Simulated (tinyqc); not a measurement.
# Worked calculation: charge-trap memory cell

Numbers from tinyqc (`OMP_NUM_THREADS=1 python tinyqc.py 2130172 2130173 out.jsonl`; about 0.1 s on one thread of a shared Intel Xeon 2.30GHz). Printed values are rounded.

Channel, tunnel oxide, storage layer, blocking layer, gate. N electrons per area sit in a sheet at the centroid and shift the threshold by U = (q/eps0) N (tb/eb + xc tn/en). EOT = t1 + 3.9 (tn/en + tb/eb); tunnel field F = (Vg - U)/EOT; dN/dt = eta (J/q)(1 - N/Nm). Fowler-Nordheim: J = A F^2 exp(-B/F), A = q^2/(16 pi^2 hbar mo phi) (times 1e14 for A/cm^2 with F in V/nm, emitter mass m0), B = (4/3) sqrt(mo/C) phi^1.5, C = hbar^2/(2 m0).

Values chosen for this exercise; oxide values close to those of silicon dioxide, storage layer close to silicon nitride, blocking layer close to aluminium oxide:
```
symbol,value,unit,meaning
phi,3.06,eV,tunnel barrier
mo,0.43,m0,tunnelling mass
t1,4.3,nm,tunnel oxide (permittivity 3.9)
tn,8.3,nm,storage layer
en,7.4,,its relative permittivity
tb,14.4,nm,blocking layer
eb,9,,its relative permittivity
xc,0.38,,"charge centroid, share of tn counted from the blocking side"
eta,0.33,,capture efficiency of an empty layer
Nm,1.2e13,cm^-2,trap density
T,473,K,storage temperature
E1,0.78,eV,shallowest trap depth
E2,1.94,eV,deepest trap depth
nu,1e13,1/s,attempt frequency
Vg,18.9,V,gate voltage less flat band and surface potential
d0,1e-7,s,first time step
gr,1.4,,growth of the step
n,11,,steps
```

Constants: q = 1.602176634e-19 C, kB = 1.380649e-23 J/K, hbar = 1.054571817e-34 J s, m0 = 9.1093837015e-31 kg, Vt = kB T/q, eps0 = 8.8541878128e-14 F/cm where lengths are in cm, hbar^2/(2 m0) = 0.0380998212 eV nm^2. Results are converted to the units shown.

Range of the model: The Fowler-Nordheim form needs F t1 above phi; trap-assisted paths and leakage through the blocking layer are left out.

## Constants of the stack

EOT, the shift for 1e12 electrons per cm^2, the shift with all traps full, and the starting field, current and rate.

EOT = 14.9143 nm
shift for 1e12 cm^-2 = 0.366646 V
shift with all traps full = 4.39976 V
F(0) = 1.26724 V/nm
J(0) = 1.14112 A/cm^2
dN/dt at the start = 2.35035e18 cm^-2 s^-1

## Midpoint steps of growing length

N(half) = N + (d/2) r(N), N(new) = N + d r(N(half)), r = dN/dt; the step starts at d0 and is multiplied by gr each time. Field in the blocking layer (3.9 F + q N/eps0)/eb.

t, step 0 to 11 (s): [0, 1e-7, 2.4e-7, 4.36e-7, 7.104e-7, 1.09456e-6, 1.63238e-6, 2.38534e-6, 3.43947e-6, 4.91526e-6, 6.98137e-6, 9.87391e-6]
N, step 0 to 11 (cm^-2): [0, 2.21871e11, 4.96109e11, 8.25326e11, 1.20856e12, 1.64118e12, 2.11562e12, 2.62264e12, 3.15259e12, 3.69648e12, 4.24652e12, 4.79637e12]
U, step 0 to 11 (V): [0.00000, 0.08135, 0.18190, 0.30260, 0.44311, 0.60173, 0.77569, 0.96158, 1.15588, 1.35530, 1.55697, 1.75857]
F, step 0 to 11 (V/nm): [1.26724, 1.26178, 1.25504, 1.24695, 1.23753, 1.22689, 1.21523, 1.20276, 1.18974, 1.17637, 1.16284, 1.14933]
blocking field, step 0 to 11 (V/nm): [0.549137, 0.551234, 0.553826, 0.556938, 0.560561, 0.564650, 0.569135, 0.573928, 0.578937, 0.584079, 0.589278, 0.594476]

A converged integration gives U = 1.774 V at the last time; the steps are 0.89 % below that. The tunnel field falls by 9.30 % while the blocking field rises by 8.26 %.

## Retention after ten years

Retention: filled traps are spread evenly in depth from E1 to E2, and each empties at the rate nu exp(-E/kB T). The share left is the mean of exp(-nu t exp(-E/kB T)) = [kB T/(E2 - E1)] [E1x(nu t exp(-E2/kB T)) - E1x(nu t exp(-E1/kB T))], E1x the exponential integral; traps shallower than about Ed = kB T ln(nu t) are empty. t = 3.15576e8 s.

Ed = 2.01776 eV
share left = 5.45402e-6
loss a decade while Ed lies between E1 and E2, kB T ln 10/(E2 - E1) = 0.0809080

Ed lies beyond E2, so the layer is nearly empty.
